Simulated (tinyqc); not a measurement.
Adding atomic layers: valley splitting of a silicon quantum well in envelope theory.

The well lies at 0 < z < L; U(z) = V0 [1/(1 + exp(z/w)) + 1/(1 + exp((L - z)/w))] - e F z, 1 mV/nm = 1e-4 eV/angstrom. The envelope psi solves -(c/ml) psi'' + U psi = E psi, c = hbar^2/2m0, by three-point differences on a grid of 0.1 angstrom from -40 to L + 40 angstrom. The two valleys at +/- k0 couple through D = C0 times the integral of exp(-i q z) U(z) psi^2, q = 2 k0 (2 pi/a), and split by Ev = 2|D|.

Constants: hbar^2/2m0 = 3.80998211 eV angstrom^2.

Values chosen for the exercise (near those of a strained Si well in SiGe; shifted at random, so the results belong to these values and not to a real crystal):
```
symbol  value                                           unit      meaning
V0      0.14                                            eV        conduction offset
ml      0.925                                           m0        mass along z
F       12.7                                            mV/nm     field pressing towards the upper interface
k0      0.846                                           2 pi/a    valley position
a       5.431                                           angstrom  lattice constant
C0      0.25                                                      Bloch overlap factor
Ls      (70, 71.4, 72.7, 74.1, 75.4, 76.8, 78.1, 79.5)  angstrom  widths in steps of one atomic layer, a/4, rounded to the grid
F2      1                                               mV/nm     second field, zero or weak
w1      0.4                                             angstrom  interface width for this table
```

The smooth splitting Ev = 2|D| with w = w1, at the field F2 and at F.

Results:
```
L (angstrom)  q L mod 2 pi  Ev at F2 (micro-eV)  Ev at F (micro-eV)
70.0                  5.08                 30.2                 139
71.4                  1.53                 14.5                 139
72.7                  4.08                 31.3                 139
74.1                  0.54                 11.9                 139
75.4                  3.08                 25.9                 139
76.8                  5.82                 19.2                 139
78.1                  2.08                 17.2                 139
79.5                  4.82                 23.8                 139
```

At F2 the splitting swings between 11.9 and 31.3 micro-eV, a ratio of 2.63, as the two interfaces add with the phase q L, which advances on average by 2.66 rad a layer. At F the ratio is 1.00, where in the first row psi^2 at the upper interface is 1.44e+03 times that at the lower one: one interface dominates and the interference fades.

tinyqc: `OMP_NUM_THREADS=1 python tinyqc.py 1250794 1250795 out.jsonl`; about 0.06 s, one thread, shared Intel(R) Xeon(R) Processor @ 2.30GHz.
